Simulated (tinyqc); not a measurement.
Density of states of one tight-binding band on the triangular lattice: one step. Energies on the mesh.

E(k) = -2 t (cos 2 pi k1 + cos 2 pi k2 + cos 2 pi (k1 + k2)); k in fractions of the reciprocal vectors, mesh k_i = j/N with j = 0 .. N-1. Densities are per cell and per spin, so the band holds one state.

Parameters, chosen for this exercise: t = 1.24 eV (nearest hopping); N = 5 (mesh points along each axis).

Task: Evaluate the band at all 25 points and collect equal values.

Give: Distinct energies.

Result:

Distinct energies:
```
E_k (eV)  points
-7.4400        1
-4.0127        6
0.4736         6
1.5327         6
3.2464         6
```

The 25 points give 5 distinct energies between -7.4400 and 3.2464 eV; a dense mesh gives a band from -7.440 to 3.720 eV.

Computed by tinyqc, a small Python program: `OMP_NUM_THREADS=1 python tinyqc.py 1651571 1651572 out.jsonl` (the numbers bound the seed that draws the inputs); one thread of a shared host (Intel(R) Xeon(R) Processor @ 2.30GHz), about 0.08 s for the whole set of steps.
